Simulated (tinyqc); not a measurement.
k.p theory built from an empirical-pseudopotential calculation at Gamma: one step. Luttinger parameters from the curvatures. Three cases, with inputs chosen for the exercise.

Problem. A pseudopotential band calculation without spin-orbit coupling gave the curvatures below. The valence triplet at Gamma has curvatures (units of hbar^2/2m0) L (once), M (twice) along [100] and (L + 2M + 2N)/3 (once), (L + 2M - N)/3 (twice) along [111]. g1 = -(L + 2M)/3, g2 = -(L - M)/6, g3 = -N/6; heavy and light masses 1/(g1 -/+ 2 g2) along [100], 1/(g1 -/+ 2 g3) along [111].

Give: L, M, N; g1, g2, g3; masses: heavy and light [100], heavy and light [111].

Case 1.

eigenvalues along [100]: -6.27374  -3.56703  -3.56703

eigenvalues along [111]: -10.54619  -1.43080  -1.43080

Solution.

L, M, N: -6.274  -3.567  -9.115

g1, g2, g3: 4.469  0.451  1.519

masses: heavy and light [100], heavy and light [111] (m0): 0.280  0.186  0.699  0.133

Case 2.

eigenvalues along [100]: -7.66745  -2.07608  -2.07608

eigenvalues along [111]: -10.15225  -0.83368  -0.83368

Solution.

L, M, N: -7.667  -2.076  -9.319

g1, g2, g3: 3.940  0.932  1.553

masses: heavy and light [100], heavy and light [111] (m0): 0.482  0.172  1.200  0.142

Case 3.

eigenvalues along [100]: -16.40277  -3.10756  -3.10756

eigenvalues along [111]: -20.03375  -1.29207  -1.29207

Solution.

L, M, N: -16.403  -3.108  -18.742

g1, g2, g3: 7.539  2.216  3.124

masses: heavy and light [100], heavy and light [111] (m0): 0.322  0.084  0.774  0.073

Computed by tinyqc, one run a case: `OMP_NUM_THREADS=1 python tinyqc.py N N+1 out.jsonl` with N = 1050096, 1050127, 1050249; one thread of a shared Intel(R) Xeon(R) Processor @ 2.30GHz, about 0.9 s a run at most.
